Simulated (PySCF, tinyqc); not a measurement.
LCCD on RHF in the sto-6g basis, for H4, spin multiplicity 1, step by step. The lowest restricted solution is unstable here: a spin-polarised one lies 0.0655 hartree lower (PySCF). One step of it, computed by the program tinyqc.

Question. Integrals over molecular orbitals. (pq|rs) = sum C_ip C_jq C_kr C_ls (ij|kl), one index at a time.

coefficients C:
```
            MO1        MO2        MO3        MO4
1H 1s  0.330802   0.574407   0.614286   0.920244
2H 1s  0.330802  -0.574407   0.614286  -0.920244
3H 1s  0.330802   0.574407  -0.614286  -0.920244
4H 1s  0.330802  -0.574407  -0.614286   0.920244
```

core Hamiltonian H = T + V (hartree), lower triangle:
```
           1H 1s      2H 1s      3H 1s      4H 1s
1H 1s  -1.870221
2H 1s  -1.087925  -1.870221
3H 1s  -1.189588  -0.717349  -1.870221
4H 1s  -0.717349  -1.189588  -1.087925  -1.870221
```

Two-electron integrals (ij|kl) in chemists' order, unique and non-zero (hartree):
```
(11|11) 0.774999   (21|11) 0.291425   (21|21) 0.142095   (22|11) 0.465202
(22|21) 0.291425   (22|22) 0.774999   (31|11) 0.328748   (31|21) 0.131236
(31|22) 0.220983   (31|31) 0.175613   (32|11) 0.152689   (32|21) 0.076196
(32|22) 0.159228   (32|31) 0.083459   (32|32) 0.048610   (33|11) 0.491582
(33|21) 0.207277   (33|22) 0.364251   (33|31) 0.328748   (33|32) 0.159228
(33|33) 0.774999   (41|11) 0.159228   (41|21) 0.076196   (41|22) 0.152689
(41|31) 0.083459   (41|32) 0.048122   (41|33) 0.152689   (41|41) 0.048610
(42|11) 0.220983   (42|21) 0.131236   (42|22) 0.328748   (42|31) 0.118896
(42|32) 0.083459   (42|33) 0.220983   (42|41) 0.083459   (42|42) 0.175613
(43|11) 0.207277   (43|21) 0.101866   (43|22) 0.207277   (43|31) 0.131236
(43|32) 0.076196   (43|33) 0.291425   (43|41) 0.076196   (43|42) 0.131236
(43|43) 0.142095   (44|11) 0.364251   (44|21) 0.207277   (44|22) 0.491582
(44|31) 0.220983   (44|32) 0.152689   (44|33) 0.465202   (44|41) 0.159228
(44|42) 0.328748   (44|43) 0.291425   (44|44) 0.774999
```

Give: one-electron integrals over orbitals h = C^T H C; Two-electron integrals over orbitals.

Answer.

one-electron integrals over orbitals h = C^T H C (hartree), lower triangle:
```
        1       2       3       4
1  -2.130
2   0.000  -1.656
3   0.000   0.000  -1.587
4   0.000   0.000   0.000  -1.050
```

Two-electron integrals over orbitals (pq|rs), unique and non-zero (hartree):
```
(11|11) 0.533   (21|21) 0.142   (22|11) 0.519   (22|22) 0.529
(31|31) 0.132   (32|32) 0.078   (33|11) 0.517   (33|22) 0.505
(33|33) 0.526   (41|32) 0.078   (41|41) 0.078   (42|31) 0.131
(42|42) 0.143   (43|21) 0.139   (43|43) 0.153   (44|11) 0.523
(44|22) 0.530   (44|33) 0.530   (44|44) 0.554
```
